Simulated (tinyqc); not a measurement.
Raising U: Hubbard chain of 2 sites, mean field against exact. Computed by the program tinyqc. 

one-body matrix (hopping and site energies) (eV):
```
         1        2
1   0.0000  -1.9600
2  -1.9600   0.0000
```

electrons, up and down: 1  1

Collinear unrestricted mean field (the lowest of 40 random starts) against exact diagonalisation.

Exact and mean-field results (eV):

| U | U/t | E exact | E mean field | mean \|n_up - n_down\| | double occupancy, exact | first gap in the sector |
|---|---|---|---|---|---|---|
| 0.9800 | 0.5000 | -3.460506 | -3.430000 | 0.0000 | 0.2190 | 3.4605 |
| 1.9600 | 1.0000 | -3.060644 | -2.940000 | 0.0000 | 0.1894 | 3.0606 |
| 3.9200 | 2.0000 | -2.422693 | -1.960000 | 0.0005 | 0.1382 | 2.4227 |
| 5.8800 | 3.0000 | -1.960000 | -1.306667 | 0.7454 | 0.1000 | 1.9600 |
| 7.8400 | 4.0000 | -1.623717 | -0.980000 | 0.8660 | 0.0732 | 1.6237 |
| 11.7600 | 6.0000 | -1.186880 | -0.653333 | 0.9428 | 0.0420 | 1.1869 |
| 15.6800 | 8.0000 | -0.925386 | -0.490000 | 0.9682 | 0.0264 | 0.9254 |
| 23.5200 | 12.0000 | -0.636128 | -0.326667 | 0.9860 | 0.0128 | 0.6361 |
| 39.2000 | 20.0000 | -0.388156 | -0.196000 | 0.9950 | 0.0049 | 0.3882 |

In absolute terms mean field is worst at U/t = 3.0, 0.653 eV too high: at small U it is nearly exact, and at large U it misses only exchange-scale energies. For the symmetric dimer the instability lies at U = 2t. Its local moments set in at U/t = 3.0 of those listed, a broken symmetry that the exact state of a finite cluster with equal spins does not have. Relative to the exact energy its error is 0.9 % at the smallest U, 50 % at most and 50 % at the largest. The double occupancy falls from 0.219 to 0.005; at the largest U the first gap is 0.99 times the exchange scale 4t^2/U.
